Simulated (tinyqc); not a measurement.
# Tunnelling through a gate dielectric, WKB transmission and Tsu-Esaki current: two studies

Electrons leave the emitter at x = 0. Energies E (motion across the layers) are in eV from the emitter Fermi level; the collector Fermi level lies at -V and offers states at every E. No charge in the dielectric and no image force: F1 = V/t1, U = phi1 - F1 x. With C = hbar^2/(2 m0), kappa = sqrt(m (U - E)/C) where U > E and 0 elsewhere; T(E) = exp(-S), S = 2 times the integral of kappa over x.

Parameters, values chosen for the exercise; dielectric values close to those of silicon dioxide: temperature T = 200 K; Fermi energy of the emitter above its band bottom Ef = 0.13 eV; emitter mass in the supply function me = 1 m0; barrier of layer 1 above the emitter Fermi level at zero bias phi1 = 3.15 eV; tunnelling mass of layer 1 m1 = 0.52 m0; thickness of layer 1 t1 = 3.6 nm; voltage across the dielectric V = 4.4 V.

Constants: q = 1.602176634e-19 C, kB = 1.380649e-23 J/K, hbar = 1.054571817e-34 J s, m0 = 9.1093837015e-31 kg, Vt = kB T/q, hbar^2/(2 m0) = 0.0380998212 eV nm^2. Results are converted to the units shown.

Each table varies one quantity; the others keep the values above.

## Effect of the thickness t1 at fixed voltage

Each layer adds (2/F) sqrt(m/C) [G(u at its left edge) - G(u at its right edge)] to S, with u = U - E (0 where negative) and G(u) = (2/3) u^1.5. J = J0 times the integral of T(E) N(E) dE, N = ln[(1 + exp(-E/Vt))/(1 + exp((-E - V)/Vt))], J0 = q^2 me m0 kB T/(2 pi^2 hbar^3) (times 1e-4 for A/cm^2 per eV), from E = -Ef to far above the barrier (T = 1 there), by quadrature converged to the digits shown.

Effect of the thickness t1 at fixed voltage:

| t1 (nm) | S at E = 0 | T(E = 0) | J (A/cm^2) | mean E of the current (eV) |
|---|---|---|---|---|
| 2.2 | 13.77 | 1.047e-6 | 90.92 | -0.07229 |
| 2.7 | 16.90 | 4.581e-8 | 3.575 | -0.06983 |
| 3.2 | 20.03 | 2.004e-9 | 0.1411 | -0.06727 |
| 3.7 | 23.16 | 8.765e-11 | 0.005590 | -0.06460 |
| 4.2 | 26.29 | 3.834e-12 | 2.224e-4 | -0.06183 |
| 4.7 | 29.42 | 1.677e-13 | 8.884e-6 | -0.05896 |
| 5.2 | 32.55 | 7.337e-15 | 3.565e-7 | -0.05598 |
| 5.7 | 35.68 | 3.210e-16 | 1.437e-8 | -0.05290 |

J falls from 90.9 to 1.44e-8 A/cm^2: 2.81 decades a nanometre between the first two rows and 2.79 between the last two. The exponent S alone gives dS/dt/ln 10 = 2.72 and 2.72. In 5 of the 8 rows the field exceeds 10 MV/cm (up to 20.0), more than most dielectrics sustain; the model ignores breakdown.

## Effect of the barrier height

Same model as above.

Effect of the barrier height:

| phi1 (eV) | S at E = 0 | T(E = 0) | J (A/cm^2) | mean E of the current (eV) |
|---|---|---|---|---|
| 1.6 | 8.157 | 2.868e-4 | 2.294e4 | -0.07039 |
| 1.89 | 10.47 | 2.832e-5 | 2164 | -0.06930 |
| 2.17 | 12.88 | 2.541e-6 | 186.4 | -0.06831 |
| 2.46 | 15.55 | 1.765e-7 | 12.46 | -0.06732 |
| 2.74 | 18.28 | 1.152e-8 | 0.7853 | -0.06642 |
| 3.03 | 21.26 | 5.867e-10 | 0.03866 | -0.06551 |
| 3.31 | 24.27 | 2.882e-11 | 0.001842 | -0.06466 |
| 3.6 | 27.53 | 1.108e-12 | 6.870e-5 | -0.06381 |

Read the table: what changes, and by how much?

J falls from 22900 to 6.87e-5 A/cm^2, on average 4.26 decades for each eV, while S rises from 8.16 to 27.5, as phi1^(1.50) over the table (a flat barrier gives 0.5, a triangular one 1.5). V exceeds phi1 in every row, so all are in the Fowler-Nordheim regime. In every row the field exceeds 10 MV/cm (up to 12.2), more than most dielectrics sustain; the model ignores breakdown.

Program tinyqc, `OMP_NUM_THREADS=1 python tinyqc.py 2540141 2540142 out.jsonl`; Intel Xeon 2.30GHz, shared host, one thread, about 0.03 s.
